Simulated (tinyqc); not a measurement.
Carrier lifetime of an n-type layer with SRH, radiative, Auger and surface recombination: two steps of the calculation.

Uniform excess density dn = dp (no trapping), n = n0 + dn, p = p0 + dn, Boltzmann statistics, full ionisation. Surfaces enter as a rate 2 S dn/d, which holds while diffusion to them is fast.

Values chosen for this exercise; band and dielectric values close to those of germanium:
- T = 300 K (temperature)
- B = 6.34e-14 cm^3/s (radiative coefficient)
- Cn = 7.7e-31 cm^6/s (Auger coefficient (two electrons))
- Cp = 5.6e-31 cm^6/s (Auger coefficient (two holes))
- S = 0 cm/s (surface recombination velocity (both faces))
- d = 100 um (sample thickness)
- G = 9.5e16 cm^-3 s^-1 (generation rate)

Constants: q = 1.602176634e-19 C, kB = 1.380649e-23 J/K, Vt = kB T/q. Results are converted to the units shown.

Problem 1. New dn. With e = n p - ni^2 = dn (n0 + p0 + dn): U_SRH = e/(tp0 (n + n1) + tn0 (p + p1)), U_rad = B e, U_Aug = (Cn n + Cp p) e, U_s = 2 S dn/d. Newton step on ln U(ln dn) = ln G, U the sum: k = d ln U/d ln dn (central difference over factors 1.0001), dn(new) = dn (G/U)^(1/k).

dn at the start = 1e14 cm^-3
n0 = 5.4058067e14 cm^-3
p0 = 5.8066851e11 cm^-3
n1 = 1.2626223e9 cm^-3
p1 = 2.4860813e17 cm^-3
tn0 = 5.2083333e-5 s
tp0 = 0.0052083333 s

Give: U_SRH; U_rad; U_Aug; U_s; k; dn after iteration 1.

Solution 1.

U_SRH = 3.936e15 cm^-3 s^-1
U_rad = 4.065e15 cm^-3 s^-1
U_Aug = 3.524e13 cm^-3 s^-1
U_s = 0 cm^-3 s^-1
k = 1.141
dn after iteration 1 = 8.709e14 cm^-3

Problem 2. Lifetime, shares and quasi-Fermi splitting. tau = dn/U, shares of U, splitting Vt ln(n p/ni^2), radiative efficiency U_rad/U.

converged dn = 6.7201058e14 cm^-3
ni = 1.7717172e13 cm^-3
n0 = 5.4058067e14 cm^-3
p0 = 5.8066851e11 cm^-3
n1 = 1.2626223e9 cm^-3
p1 = 2.4860813e17 cm^-3
tn0 = 5.2083333e-5 s
tp0 = 0.0052083333 s

Wanted: tau; shares; quasi-Fermi splitting.

Solution 2.

tau = 0.0070738 s
shares (%): SRH 44.467, radiative 54.408, Auger 1.125, surface 0.000
quasi-Fermi splitting = 0.20326 V

Radiative recombination takes the largest share. dn is 1.2 times the doping: intermediate injection.

tinyqc, about 0.01 s, one thread, Intel Xeon 2.30GHz (shared host): `OMP_NUM_THREADS=1 python tinyqc.py 2300005 2300006 out.jsonl`
